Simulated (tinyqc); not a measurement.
One mass for the acceptor? Model: shallow acceptor in the spherical model (Baldereschi-Lipari), strong spin-orbit limit. Computed by tinyqc, a small Python program. Command: `OMP_NUM_THREADS=1 python tinyqc.py 3007037 3007038 out.jsonl acceptor walk`. One thread of a shared host (Intel(R) Xeon(R) Processor @ 2.30GHz), about 0.01 s of CPU time with the checks.

The 1S(3/2) state has an s envelope f(r) and a d envelope g(r). In effective units they obey -(f'' + 2f'/r + 2f/r) + mu (g'' + 5g'/r + 3g/r^2) = E f and -(g'' + 2g'/r - 6g/r^2 + 2g/r) + mu (f'' - f'/r) = E g. The cubic term, the split-off band and the central cell are left out.

Inputs (values chosen for the exercise, for a model semiconductor):

| quantity | value | unit |
|---|---|---|
| Luttinger gamma_1 | 9.66 | - |
| Luttinger gamma_2 | 1.87 | - |
| Luttinger gamma_3 | 3.59 | - |
| dielectric constant eps | 16.5 | - |

Constants: Ry = 13.605693123 eV; a_0 = 0.529177210903 angstrom.

Method:
- Ry* = Ry/(gamma_1 eps^2), a* = a_0 eps gamma_1, mu = (6 gamma_3 + 4 gamma_2)/(5 gamma_1), delta = (gamma_3 - gamma_2)/gamma_1; spherical masses 1/(gamma_1 (1 - mu)) (heavy) and 1/(gamma_1 (1 + mu)) (light).
- Basis: f_i = exp(-zeta_i r), g_i = r exp(-zeta_i r), weight r^2 dr, s = zeta_i + zeta_j. S_ff = 2/s^3, H_ff = zeta_i zeta_j S_ff - 2/s^2; S_gg = 24/s^5, H_gg = 8/s^3 + 24 zeta_i zeta_j/s^5 - 12/s^4; H(f_i, g_j) = mu (6 zeta_i^2/s^4 + 2 zeta_i/s^3); S_fg = 0. Each function is normalised by sqrt(S_ii).
- Large basis: zeta_i = 0.08 x 1.55^(i-1), i = 1..20 in each channel; overlap eigenvalues below 1e-11 are dropped.
- Binding energies are -E Ry*; the mass that fits is E(1S) eps^2/Ry.
- Hydrogenic binding Ry m/eps^2; the density-of-states mass is (m_H^(3/2) + m_L^(3/2))^(2/3); errors are against the large basis.

light-hole mass = 0.0646663 m_0

heavy-hole mass = 0.259336 m_0

1S(3/2) binding energy = 7.78638 meV

1S binding energy:

| mass | value (m_0) | binding (meV) | error (%) |
|---|---|---|---|
| light hole | 0.06467 | 3.232 | -58.496 |
| 1/gamma_1 | 0.10352 | 5.173 | -33.558 |
| mean of heavy and light | 0.16200 | 8.096 | 3.977 |
| heavy hole | 0.25934 | 12.960 | 66.449 |
| density of states | 0.28044 | 14.015 | 79.994 |

What does the comparison show, and why?

The coupled result, 7.79 meV, lies between the 1/gamma_1 value (no coupling) and the heavy-hole value; the closest single rule here is "mean of heavy and light", off by +4.0 %. Caution: gamma_3 and gamma_2 differ by more than 0.17 gamma_1: band warping, left out here, adds several per cent to the binding.
